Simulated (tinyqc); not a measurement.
Electroplating on a thin resistive seed layer: kinetics, Wagner number and the terminal effect across a wafer: one step, computed by the program tinyqc.

Current enters the seed at the rim. The bath is treated as a local resistance per area (no lateral flow in the liquid), two electrons per ion, molar volume 7.11 cm^3/mol, Faraday constant F = e N_A, kinematic viscosity 0.01 cm^2/s, omega = 2 pi x rpm/60; k_B T/e is in volts.

Problem. Rate, limit and resistances. Growth rate = i V_m/(2 F). Levich limit i_L = 0.62 x 2 F D^(2/3) omega^(1/2) nu^(-1/6) c. Tafel overpotential eta = (k_B T/(alpha e)) ln(i/i_0); kinetic resistance k_B T/(alpha e i); bath resistance h/kappa + plate; R_s = resistivity/t; Wagner number = kinetic resistance x kappa/R.

Inputs (values chosen for the exercise, of the order of those for copper plating from an acid sulfate bath):
```
quantity,value,unit
wafer radius R,7.5,cm
seed thickness t,190,nm
seed resistivity,18,microohm cm
bath conductivity kappa,0.068,S/cm
gap to the anode h,7.6,cm
extra resistance of a porous plate,0,ohm cm^2
exchange current density i_0,0.07,mA/cm^2
cathodic transfer coefficient alpha,0.81,-
mean current density,19,mA/cm^2
diffusivity of the metal ion,5.5e-06,cm^2/s
metal ion concentration,0.29,mol/L
rotation rate,60,rpm
temperature T,298,K
```

Constants: e = 1.602176634e-19 C; N_A = 6.02214076e+23 1/mol; k_B = 8.617333262e-05 eV/K.

Give: growth rate; limiting current i_L; overpotential; kinetic resistance; bath resistance R_b; sheet resistance R_s; Wagner number.

Solution.

growth rate = 420.03 nm/min

limiting current i_L = 58.382 mA/cm^2

overpotential = 177.66 mV

kinetic resistance = 1.6686 ohm cm^2

bath resistance R_b = 111.76 ohm cm^2

sheet resistance R_s = 0.94737 ohm/square

Wagner number = 0.015129

Caution: the mean current exceeds 0.3 i_L, so depletion of metal ions, left out of the distribution, matters.
